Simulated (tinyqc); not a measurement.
Short-channel transistor, virtual-source model with series resistance: effect of the temperature on the on and off currents.

The current per gate width is the charge at the top of the source barrier (the virtual source) times its velocity times a saturation function; al and be are fitting constants of the model. Units: I in uA/um, Rs in ohm um, so I Rs = 1e-6 I Rs in volts; Q in uC/cm^2, so I = 1e-4 Q vx0 Fsat with vx0 in cm/s.

Intrinsic voltages Vg' = Vgs - I Rs, Vd' = Vds - 2 I Rs. n = n0 + nd Vd', VT = VT0 - dl Vd', Ff = 1/(1 + exp((Vg' - VT + al Vt/2)/(al Vt))), Q = Cinv n Vt ln(1 + exp((Vg' - VT + al Vt Ff)/(n Vt))), Vdsat = (vx0 L/mu)(1 - Ff) + Vt Ff, Fsat = u/(1 + u^be)^(1/be) with u = Vd'/Vdsat, and I = Q vx0 Fsat per width. I is solved self-consistently. Ion is I at Vgs = Vds = 1.2 V, Ioff at Vgs = 0, Vds = 1.2 V, and Rlin = Vds/I at Vgs = 1.2 V, Vds = 0.05 V. mu, vx0, VT0, dl and n0 are held fixed.

Parameters, values chosen for the exercise:

| symbol | value | unit | meaning |
|---|---|---|---|
| Cinv | 1.48 | uF/cm^2 | inversion capacitance |
| vx0 | 1.59e7 | cm/s | velocity at the virtual source |
| mu | 190 | cm^2/(V s) | apparent mobility |
| L | 20 | nm | channel length |
| VT0 | 0.433 | V | threshold at zero drain voltage |
| dl | 0.195 | V/V | drain-induced barrier lowering |
| n0 | 1.06 |  | subthreshold factor |
| nd | 0.2 | 1/V | growth of n with drain voltage |
| al | 3.5 |  | threshold shift (in units of Vt) from weak to strong inversion |
| be | 1.4 |  | sharpness of saturation |
| Rs | 150 | ohm um | series resistance of each contact |

Constants: q = 1.602176634e-19 C, kB = 1.380649e-23 J/K, Vt = kB T/q. Results are converted to the units shown.

Effect of the temperature on the on and off currents:
```
T (K)  Ion (uA/um)  Ioff (nA/um)  log10(Ion/Ioff)  Rlin (ohm um)
200         1494.3        92.176           4.2098         396.49
230         1494.3        311.53           3.6809         396.49
260         1494.3        786.73           3.2786         396.49
290         1494.3        1625.5           2.9634         396.48
320         1494.4        2910.0           2.7106         396.47
350         1494.5        4687.9           2.5035         396.45
380         1494.6        6974.9           2.3310         396.41
410         1494.9        9761.8           2.1851         396.36
```

Read the table: what changes, and by how much?

As T goes from 200 to 410 K, Ion stays near 1490 uA/um, Ioff rises from 92.2 to 9760 nA/um and Rlin stays near 396 ohm um. Ion changes by a factor of 1.00 and Ioff by 106. For T = 290 to 410 K the off current passes 1 uA/um, so the device is hardly off at Vgs = 0.

Numbers from tinyqc (`OMP_NUM_THREADS=1 python tinyqc.py 2380023 2380024 out.jsonl`; about 0.01 s on one thread of a shared Intel Xeon 2.30GHz).
